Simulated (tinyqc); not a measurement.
## Ballistic Schottky-barrier transistor with a two-dimensional channel, WKB contacts: ambipolar transfer curve

Source Fermi level 0, drain Fermi level -Vd. Far from the contacts Ec = pn - psi, and the gate moves psi one to one; the band edges relax as exp(-x/lam) from pn at the source and pn - Vd at the drain; Ev = Ec - Eg. A carrier of energy w inside the channel band meets at a contact a barrier of height D (the contact edge beyond the channel edge): T = 1 for w >= D, else exp(-S), S = 4 lam sqrt(m/C) [sqrt(D - w) - sqrt(w) arctan sqrt((D - w)/w)], C = hbar^2/(2 m0). The two contacts combine as Ts Td/(Ts + Td - Ts Td).

I/W = g (2 q^2/h) int T(w) [N(Es + w) - N(Ed + w)] dw with w the energy of motion along the channel, N(y) = (1/2 pi) sqrt(pi m kB T/C) Fm(-y/kB T), Fm(x) = (1/sqrt(pi)) int_0^infinity u^(-1/2)/(1 + exp(u - x)) du. Electrons: Ds = psi, Dd = psi - Vd, Es = Ec, Ed = Ec + Vd. Holes: Ds = -psi, Dd = Vd - psi, Es = -Ev, Ed = -Ev - Vd. The size of each current is taken; both flow from drain to source and add. The integrals are converged. Swing = d(psi)/d(log10 I).

Inputs (values chosen for the exercise); channel values close to those of a tungsten diselenide layer:
- T = 350 K (temperature)
- Eg = 1.4 eV (band gap)
- pn = 0.65 eV (barrier for electrons at both contacts)
- mn = 0.36 m0 (electron mass)
- mp = 0.38 m0 (hole mass)
- g = 2 (valleys or subbands)
- lam = 1.2 nm (screening length at the contacts)
- Vd = 0.05 V (drain bias)

Constants: q = 1.602176634e-19 C, kB = 1.380649e-23 J/K, hbar = 1.054571817e-34 J s, h = 6.62607015e-34 J s, m0 = 9.1093837015e-31 kg, Vt = kB T/q, hbar^2/(2 m0) = 0.0380998212 eV nm^2. Results are converted to the units shown.

Results:
```
ps (V)  electrons (uA/um)  holes (uA/um)  I (uA/um)  swing (mV/decade)
-0.6            5.708e-16       0.008790   0.008790             -94.54
-0.47           4.250e-14       3.882e-4   3.882e-4             -97.84
-0.35           2.271e-12       2.468e-5   2.468e-5             -103.2
-0.22           1.691e-10       1.539e-6   1.539e-6             -113.9
-0.09            1.259e-8       1.322e-7   1.448e-7             -174.2
0.04             5.950e-7       1.195e-8   6.069e-7              123.4
0.16             5.233e-6      2.421e-10   5.233e-6              126.6
0.29             6.635e-5      3.251e-12   6.635e-5              110.4
0.42             0.001144      4.366e-14   0.001144              101.1
0.67               0.3965      1.097e-17     0.3965              106.5
0.8                 3.724      1.473e-19      3.724              176.4
```

Estimate the missing row, ps = 0.55 V.

Computed row:
```
ps (V)  electrons (uA/um)  holes (uA/um)  I (uA/um)  swing (mV/decade)
0.55              0.02397      5.864e-16    0.02397              96.41
```

With this row back in the table: I goes from 0.00879 through a minimum of 1.45e-7 (at ps = -0.09 V among the rows listed) to 3.72 uA/um; the exact minimum lies at psi = -0.0563 V. Holes carry the left branch and electrons the right. The ratio of the last row to the smallest is 2.57e7 and of the first row 60700, with barriers of 0.65 eV for electrons and 0.750 eV for holes. The steepest swing among the rows is 94.5 mV/decade, against the thermionic limit 69.4.

Range of the model: No scattering, image-force lowering, channel charge or band-to-band tunnelling; parabolic kappa overstates S deep in the gap.

Computed by the program tinyqc: `OMP_NUM_THREADS=1 python tinyqc.py 2390054 2390055 out.jsonl`, one thread of a shared Intel Xeon 2.30GHz, about 0.4 s for the whole run.
